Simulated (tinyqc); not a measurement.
What each parameter does: strain-driven crossing of the Gamma and L valleys in a germanium-like crystal alloyed with tin.

Biaxial loads: e0 is the in-plane strain e_par and the normal is free. (001): e_perp = -2 (C12/C11) e_par; exx = eyy = e_par, ezz = e_perp, no shear. (111): e_perp = -(2 C11 + 4 C12 - 4 C44)/(C11 + 2 C12 + 4 C44) e_par; exx = eyy = ezz = (2 e_par + e_perp)/3 and exy = eyz = ezx = (e_perp - e_par)/3. (110): e_perp = -(C11 + 3 C12 - 2 C44)/(C11 + C12 + 2 C44) e_par; exx = eyy = (e_par + e_perp)/2, ezz = e_par, exy = (e_perp - e_par)/2, eyz = ezx = 0. Uniaxial loads: a stress along n, scaled so that n.e.n = e0, with exx = s11 sxx + s12 (syy + szz), exy = s44 sxy/2, s11 = (C11 + C12)/((C11 - C12)(C11 + 2 C12)), s12 = -C12/((C11 - C12)(C11 + 2 C12)), s44 = 1/C44.

Edges from the unstrained valence top: Gamma at Eg + ac tr(e); an L valley with unit axis u at EgL + aL tr(e) + XuL (u.e.u - tr(e)/3), u along [111], [1-1-1], [-11-1], [-1-11]; valence edges are the levels of the 6 x 6 matrix of X, Y, Z times spin with -Dso/3 + l exx + m (eyy + ezz) on the diagonal (cyclic), n exy off it, l = av + 2 b, m = av - b, n = sqrt(3) d. Spin-orbit term (Dso/3) L.sigma on X, Y, Z with (L_k)_ij = -i epsilon_kij: <X+|H|Y+> = -i Dso/3, <X+|H|Z-> = Dso/3, <Y+|H|Z-> = -i Dso/3, <Z+|H|X-> = -Dso/3, <Z+|H|Y-> = i Dso/3, <X-|H|Y-> = i Dso/3, and their conjugates; + and - are the spin along z.

With tin the unstrained gaps become E(y) = (1 - y) E + y EgS - CS y (1 - y); all other values are kept.

Parameters, chosen for this exercise (near those of Ge, gaps at low temperature; not measured data): Eg = 0.9 eV (gap at Gamma to the s-like level); EgL = 0.743 eV (gap to L); Dso = 0.295 eV (spin-orbit splitting); ac = -8.15 eV (conduction deformation potential); av = 1.24 eV (valence hydrostatic potential); b = -2.56 eV (tetragonal shear potential); d = -5.26 eV (trigonal shear potential); aL = -1.5 eV (hydrostatic potential of the L edge, Xd + Xu/3); XuL = 17.07 eV (uniaxial potential, L); y = 0.026 (tin fraction); EgS = (-0.401, 0.081) eV (Gamma and L gaps of the tin end); CS = (2.65, 0.85) eV (bowing of the Gamma and L gaps); C11 = 128.8 GPa; C12 = 49.1 GPa; C44 = 66.9 GPa; load = biaxial (001) (kind of strain); e0 = 0.0211 (size of the strain).

Direct gap, Gamma minus the lowest L edge and the valence splitting. Each row changes one parameter from the base and keeps the others.

Results:
```
case              direct gap (eV)  Gamma - L (meV)  valence splitting (meV)
base                       0.4167            -78.8                    232.3
C12 = 41.735 GPa           0.4046            -94.9                    215.6
ac = -6.9275 eV            0.4486            -46.9                    232.3
XuL = 19.6305 eV           0.4167            -78.8                    232.3
e0 = 0.02426               0.3552           -104.9                    271.4
aL = -1.275 eV             0.4167            -84.7                    232.3
d = -6.049 eV              0.4167            -78.8                    232.3
av = 1.426 eV              0.4119            -78.8                    232.3
```

The largest shifts from the base row, up to three for each result and ties (the steps differ in size, so this ranks the rows, not the parameters). direct gap (eV): e0 -0.0615, ac +0.0319, C12 -0.0121; unchanged at the printed digits by XuL, aL and d. Gamma - L (meV): ac +31.9, e0 -26.0, C12 -16.0; unchanged at the printed digits by XuL, d and av. valence splitting (meV): e0 +39.0, C12 -16.7; unchanged at the printed digits by ac, XuL, aL, d and av.

tinyqc: `OMP_NUM_THREADS=1 python tinyqc.py 1050259 1050260 out.jsonl`; about 0.01 s, one thread, shared Intel(R) Xeon(R) Processor @ 2.30GHz.
